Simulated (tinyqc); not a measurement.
Plane-wave Kohn-Sham cycle with exchange-only LDA in a layered model solid, step by step. One step of it, computed by the program tinyqc.

Question. Iteration 2: potential. V_H(G) = 4 pi rho(G)/G^2 for G != 0 (uniform background); v_x = -(3 rho/pi)^(1/3); V = V_ext + V_H + v_x; Fourier components f(G_m) = (1/N) sum_j f(x_j) exp(-i G_m x_j).

A solid whose potential varies along x alone (atomic units):
```
parameter,value
period a,15.300000
cross-section of the cell,19.000000
electrons per cell,2
grid points,16
"plane waves -n..n, n",3
k points,3
V1 in V1 cos(2 pi x/a),-0.470000
V2 in V2 cos(4 pi x/a),0.040000
```

density after iteration 1 (e/bohr^3): 0.01332530  0.01173991  0.00852221  0.00610190  0.00510482  0.00486135  0.00482211  0.00481663  0.00481599  0.00481663  0.00482211  0.00486135  0.00510482  0.00610190  0.00852221  0.01173991

Give: Potentials on the grid; V(G_m), m = 0, 1, 2, ....

Answer.

Potentials on the grid (hartree):
```
x,V_ext,V_H,v_x,V
0.0000,-0.4300,0.3005,-0.2335,-0.3630
0.9563,-0.4059,0.2650,-0.2238,-0.3647
1.9125,-0.3323,0.1754,-0.2011,-0.3581
2.8687,-0.2081,0.0660,-0.1799,-0.3221
3.8250,-0.0400,-0.0359,-0.1696,-0.2455
4.7812,0.1516,-0.1181,-0.1668,-0.1334
5.7375,0.3323,-0.1773,-0.1664,-0.0113
6.6937,0.4625,-0.2129,-0.1663,0.0833
7.6500,0.5100,-0.2247,-0.1663,0.1190
8.6062,0.4625,-0.2129,-0.1663,0.0833
9.5625,0.3323,-0.1773,-0.1664,-0.0113
10.5188,0.1516,-0.1181,-0.1668,-0.1334
11.4750,-0.0400,-0.0359,-0.1696,-0.2455
12.4313,-0.2081,0.0660,-0.1799,-0.3221
13.3875,-0.3323,0.1754,-0.2011,-0.3581
14.3438,-0.4059,0.2650,-0.2238,-0.3647
```

V(G_m), m = 0, 1, 2, ... (hartree): -0.1842  -0.1215  0.0308  0.0009  0.0002  0.0002  0.0000
